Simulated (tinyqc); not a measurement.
What moves the results: standing waves and exposure in a photoresist film. A value that a table varies takes the place of the one given here.

Normal incidence from air. Unexposed resist: N1 = n1 + i k1 with k1 = (A + B) lam/(4 pi), lam in micrometres. r01 = (1 - N1)/(1 + N1), t01 = 2/(1 + N1). Below the resist lie the layer Na = na + i ka and the substrate Ns = ns + i ks: r12 = (r1a + ras x)/(1 + r1a ras x), x = exp(4 pi i Na da/lam), r1a = (N1 - Na)/(N1 + Na), ras = (Na - Ns)/(Na + Ns). With p = exp(2 pi i N1 d/lam), the field at depth z is E(z) = t01 [exp(2 pi i N1 z/lam) + r12 p^2 exp(-2 pi i N1 z/lam)]/(1 + r01 r12 p^2), the relative intensity I(z) = n1 |E(z)|^2 and the reflectance R = |(r01 + r12 p^2)/(1 + r01 r12 p^2)|^2.

Parameters, chosen for this exercise (a resist on Cu, indices near tabulated ones; not measured data):
- lam = 248 nm (vacuum wavelength)
- n1 = 1.738 (resist index)
- A = 0.05 1/micrometre (bleachable absorption (Dill A))
- B = 0.75 1/micrometre (fixed absorption (Dill B))
- d = 559 nm (resist thickness)
- ns = 1.442 (substrate n)
- ks = 1.741 (substrate k)
- na = 1.772 (n of the bottom antireflection layer)
- ka = 0.38 (its k)
- da = 89 nm (its thickness)

## Swing of the coupled dose with resist thickness

The mean of I is taken over 800 depths; the relative dose to clear is taken as 1/(mean of I over the lowest period, 60 depths), scaled to 1 in the first row.

Swing:
```
d (nm)       R  mean I  relative dose
559.0   0.1031  0.7360          1.000
570.9   0.0650  0.7635          0.968
582.8   0.0392  0.7823          0.953
594.7   0.0538  0.7685          0.978
606.6   0.0914  0.7346          1.028
618.5   0.1136  0.7121          1.063
630.3   0.1012  0.7174          1.057
642.2   0.0652  0.7426          1.026
654.1   0.0408  0.7596          1.011
666.0   0.0544  0.7467          1.037
677.9   0.0900  0.7155          1.088
689.8   0.1111  0.6947          1.123
701.7   0.0993  0.6997          1.118
```

How do the results move?

The period is 71.3 nm, six rows. The relative dose swings between 0.953 and 1.123, a ratio (max - min)/mean of 0.165, against the estimate 4 sqrt(|r01|^2 |r12|^2) exp(-(A + B) d) = 0.085 for the oscillating part alone; the ratio from the table also holds the slow rise from absorption, 11.8 % over two periods, so the two are not strictly comparable. The dose is least sensitive to thickness at an extremum; the lowest dose listed is at 582.8 nm.

## Tuning the antireflection layer

da takes the values listed; the contrast is (Imax - Imin)/(Imax + Imin) over the lowest period of the resist (60 depths).

Results:
```
da (nm)  |r12|^2  contrast
0         0.2321     0.757
10        0.1547     0.658
20        0.0687     0.470
30        0.0168     0.259
40        0.0057     0.161
50        0.0194     0.280
60        0.0360     0.341
75        0.0356     0.341
90        0.0138     0.212
110       0.0040     0.108
140       0.0164     0.231
```

What can be read from the table?

|r12|^2 starts at 0.2321 and is lowest, 0.0040, at 110 nm of those listed, where the contrast is 0.108 against 0.757. The contrast follows 2|r|/(1 + |r|^2), so even |r12|^2 = 0.01 leaves about 0.2. Values below 0.01 occur at 40 and 110 nm.

## What moves the exposure

The mean of I is over 800 depths. Each row changes one parameter from the base and keeps the others.

Results:
```
case                   |r12|^2       R  mean I  I at the bottom
base                    0.0151  0.1031  0.7360           0.6371
d = 569 nm              0.0151  0.0714  0.7587           0.6545
n1 = 1.755              0.0156  0.0883  0.7481           0.6540
B = 0.95 1/micrometre   0.0149  0.0992  0.7006           0.5714
ks = 1.567              0.0134  0.1018  0.7357           0.6299
da = 99 nm              0.0049  0.0897  0.7386           0.6108
ka = 0.494              0.0196  0.1167  0.7291           0.5884
```

How do the results move?

The largest shifts from the base row, up to three for each result and ties (the steps differ in size, so this ranks the rows, not the parameters). |r12|^2: da -0.0103, ka +0.0044, ks -0.0017; unchanged at the printed digits by d. R: d -0.0317, n1 -0.0148, ka +0.0136. mean I: B -0.0354, d +0.0227, n1 +0.0121. I at the bottom: B -0.0657, ka -0.0487, da -0.0263.

Computed by tinyqc, a small Python program: `OMP_NUM_THREADS=1 python tinyqc.py 1682046 1682047 out.jsonl` (the numbers bound the seed that draws the inputs); one thread of a shared host (Intel(R) Xeon(R) Processor @ 2.30GHz), about 0.01 s for the whole set of steps.
